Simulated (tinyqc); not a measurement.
The 3-omega method: a line heater on a substrate with a thin film: one step, computed by the program tinyqc. Command: `OMP_NUM_THREADS=1 python tinyqc.py 3011551 3011552 out.jsonl threeomega walk`. One thread of a shared host (Intel(R) Xeon(R) Processor @ 2.30GHz), about 0.01 s of CPU time with the checks.

A current at angular frequency omega = 2 pi f heats the line at 2 omega with the amplitude P per length; the temperature swing Delta T at 2 omega gives a voltage at 3 omega. The substrate is taken as semi-infinite and isotropic, and the heat capacity of heater and film is left out.

Problem. Temperature swing of the bare substrate. Delta T_s = (P/(pi kappa)) int_0^infinity (sin x/x)^2 / sqrt(x^2 + (q b)^2) dx with (q b)^2 = i |q b|^2, averaged over the heater width (12 Gauss-Legendre points on each of the pieces 0, 14 log-spaced edges from 1e-5 to 1, and multiples of pi to 40 pi; the tail adds 1/(4 (40 pi)^2)). For |q| b much below 1: Delta T_s = (P/(pi kappa)) [-ln(|q| b) + eta - i pi/4], eta = 3/2 - C_E = 0.92278, with Euler's C_E = 0.5772157.

Inputs (values chosen for the exercise, modelled on a low-k dielectric on sapphire):
```
quantity,value,unit
substrate conductivity kappa,34.7,W/(m K)
substrate heat capacity C,3.07,1e6 J/(m^3 K)
heater half-width b,2.6,micrometre
power amplitude per length P,29,W/m
current frequency f,45,Hz
```

|q| b = 0.01839031

Give: in-phase Delta T_s; out-of-phase Delta T_s; in-phase, narrow-line form; out-of-phase, narrow-line form.

Solution.

in-phase Delta T_s = 1.3085 K

out-of-phase Delta T_s = -0.20886 K

in-phase, narrow-line form = 1.3085 K

out-of-phase, narrow-line form = -0.20893 K

The narrow-line form misses the in-phase part by 0.00 % and the out-of-phase part by 0.0 % at |q| b = 0.018. Caution: the penetration depth exceeds a fifth of the substrate thickness, so the back face is felt and the semi-infinite formula fails.
